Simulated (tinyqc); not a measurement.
# Small-signal admittance of a forward-biased p+-n diode: effects of single changes

Holes injected into a neutral base of width wb with an ohmic contact at its end; low injection, p0 far above the equilibrium density. A small voltage v exp(i w t), w = 2 pi f, modulates the edge density by p0 v/Vt, and the small-signal density obeys Dp d2p/dx2 = (1/tau + i w) p.

Inputs (values chosen for the exercise); permittivity close to that of silicon:
- T = 350 K (temperature)
- eps_r = 11.7 (relative permittivity)
- Nd = 4.6e16 cm^-3 (donor density of the base)
- Dp = 13 cm^2/s (hole diffusion coefficient)
- tau = 8e-8 s (hole lifetime)
- wb = 4.5 um (width of the neutral base)
- p0 = 4.6e14 cm^-3 (excess hole density at the junction edge)
- Na = 2e19 cm^-3 (acceptor density of the p+ side)
- Rs = 0.00019 ohm cm^2 (series resistance)
- f = 1.2e7 Hz (signal frequency)

Constants: q = 1.602176634e-19 C, kB = 1.380649e-23 J/K, Vt = kB T/q, eps0 = 8.8541878128e-14 F/cm where lengths are in cm. Results are converted to the units shown.

Each table varies one quantity; the others keep the values above.

## Admittance against frequency

L = sqrt(Dp tau); direct current J = (q Dp p0/L) coth(wb/L); k = sqrt(1 + i w tau)/L; diffusion admittance Y = (q Dp p0/Vt) k coth(k wb) = G + i w C_diff; junction capacitance C_j = sqrt(q eps0 eps_r Nd/(2 Vr)) in the depletion approximation, with the remaining barrier Vr = Vt ln(Na/p0), a rough value under forward bias; base-width modulation is left out. Measured admittance 1/[Rs + 1/(Y + i w C_j)].

The same in every row: C_j (uF/cm^2) = 0.1089.

Result of one run:
```
f (Hz)	w tau	G (S/cm^2)	C_diff (uF/cm^2)	measured G (S/cm^2)	measured C (uF/cm^2)	phase of the measured Y (degrees)
70000	0.03519	75.12	0.3573	74.06	0.4531	0.1542
```

What becomes of these results when the signal frequency f is changed from 70000 to 1e9 Hz, all else the same?

Result of the changed run:
```
f (Hz)	w tau	G (S/cm^2)	C_diff (uF/cm^2)	measured G (S/cm^2)	measured C (uF/cm^2)	phase of the measured Y (degrees)
1e9	502.7	494.3	0.07852	645.0	0.1503	55.67
```

The whole series:
```
f (Hz)	w tau	G (S/cm^2)	C_diff (uF/cm^2)	measured G (S/cm^2)	measured C (uF/cm^2)	phase of the measured Y (degrees)
70000	0.03519	75.12	0.3573	74.06	0.4531	0.1542
3e5	0.1508	75.12	0.3573	74.06	0.4531	0.6607
1e6	0.5027	75.13	0.3573	74.07	0.4531	2.201
5e6	2.513	75.47	0.3568	74.44	0.4526	10.81
2e7	10.05	80.61	0.3493	80.00	0.4444	34.92
9e7	45.24	144.0	0.2614	147.8	0.3503	53.27
4e8	201.1	313.1	0.1239	349.6	0.2051	55.86
1e9	502.7	494.3	0.07852	645.0	0.1503	55.67
6e9	3016	1210	0.03208	2706	0.05567	37.79
```

G starts at J/Vt = 75.1 S/cm^2 and C_diff at (J tau/(2 Vt))(1 - 2 x/sinh 2x) = 0.357 uF/cm^2, x = wb/L = 0.441. Between the last two rows G goes as f^(0.50) and C_diff as f^(-0.50); the limits are 1/2 and -1/2, reached when the signal penetrates only sqrt(Dp/w). The measured C is 2.8 % below C_diff + C_j in the first row and 61 % below it in the last, the difference being due to Rs.

## Effect of the hole lifetime

Same model as above.

The same in every row: C_j (uF/cm^2) = 0.1089.

Results:
```
tau (s)	w tau	G (S/cm^2)	C_diff (uF/cm^2)	measured G (S/cm^2)	measured C (uF/cm^2)	phase of the measured Y (degrees)
8e-10	0.06032	311.7	0.1243	294.3	0.2078	3.047
4e-9	0.3016	145.7	0.2445	141.9	0.3346	10.08
8e-8	6.032	77.14	0.3543	76.25	0.4499	23.98
4e-7	30.16	73.62	0.3615	72.83	0.4575	25.34
2e-6	150.8	72.91	0.3630	72.14	0.4590	25.63
8e-6	603.2	72.77	0.3633	72.01	0.4593	25.68
```

Estimate the missing row, tau = 2e-8 s.

Computed row:
```
tau (s)	w tau	G (S/cm^2)	C_diff (uF/cm^2)	measured G (S/cm^2)	measured C (uF/cm^2)	phase of the measured Y (degrees)
2e-8	1.508	89.76	0.3300	88.46	0.4242	19.88
```

With this row back in the table: As tau goes from 8e-10 to 8e-6, G falls from 312 to 72.8 S/cm^2, C_diff rises from 0.124 to 0.363 uF/cm^2 and the measured C rises from 0.208 to 0.459 uF/cm^2. C_diff exceeds C_j in every row.

Computed by the program tinyqc: `OMP_NUM_THREADS=1 python tinyqc.py 2890227 2890228 out.jsonl`, one thread of a shared Intel Xeon 2.30GHz, about 0.01 s for the whole run.
